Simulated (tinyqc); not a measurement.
Single-domain magnet: Stoner-Wohlfarth switching, Neel-Arrhenius retention, LLG dynamics and spin torque: one step, computed by the program tinyqc.

The moment is uniform, with unit vector m; z is the easy axis. mu_0 = 1.25663706212e-6 T m/A, gamma = 1.76085963023e11 rad/(s T).

Task: Retention at zero field. Delta = K_eff V/(k_B T); tau = exp(Delta)/f0; probability of a flip within t_w: P = 1 - exp(-t_w/tau). Wall width parameter sqrt(A/K_eff); a two-domain state costs 4 sqrt(A K_eff) times the cross-section that the wall cuts (d t).

Inputs (values chosen for the exercise, for a model magnet): diameter d = 47 nm; thickness t = 0.94 nm; exchange stiffness A = 16 pJ/m; temperature T = 300 K; attempt frequency f0 = 1 GHz; waiting time t_w = 100 s.

Shape: thin disc, easy axis normal to it.

K_eff = 138.9058 kJ/m^3

volume V = 1630.848 nm^3

Constants: k_B = 1.380649e-23 J/K.

Give: stability factor Delta; log10 of tau in s; probability of a flip; wall parameter; barrier of the wall path / k_B T.

Result:

stability factor Delta = 54.693

log10 of tau in s = 14.753

probability of a flip = 1.7671e-13

wall parameter = 10.732 nm

barrier of the wall path / k_B T = 63.606

Ten years (3.15e8 s) need Delta > 40.3 for tau alone; this element has 54.7. Coherent rotation is the cheaper path. Caution: a flat cylinder has a smaller N_z than the spheroid of the same t/d, so K_eff of a real disc is larger.
